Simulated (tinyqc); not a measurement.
From results back to parameters: Lorentz oscillators and the Kramers-Kronig relations. Two cases, with inputs chosen for the exercise.

Problem. At normal incidence from vacuum the amplitude r = (1 - N)/(1 + N) with N = n + i k is written r = -sqrt(R) exp(i theta). R and the phase theta are given.

Case 1.

R = 0.238061
theta = 0.185855 rad

Case 2.

R = 0.673771
theta = 1.189281 rad

Find: n; k; eps1; eps2.

Solution. N = (1 - r)/(1 + r) = (1 + sqrt(R) exp(i theta))/(1 - sqrt(R) exp(i theta)); eps = N^2.

Case 1.

n = 2.731
k = 0.646
eps1 = 7.04
eps2 = 3.53

Case 2.

n = 0.307
k = 1.434
eps1 = -1.96
eps2 = 0.88

Computed by tinyqc, one run a case: `OMP_NUM_THREADS=1 python tinyqc.py N N+1 out.jsonl` with N = 1681055, 1681145; one thread of a shared Intel(R) Xeon(R) Processor @ 2.30GHz, about 0.2 s a run at most.
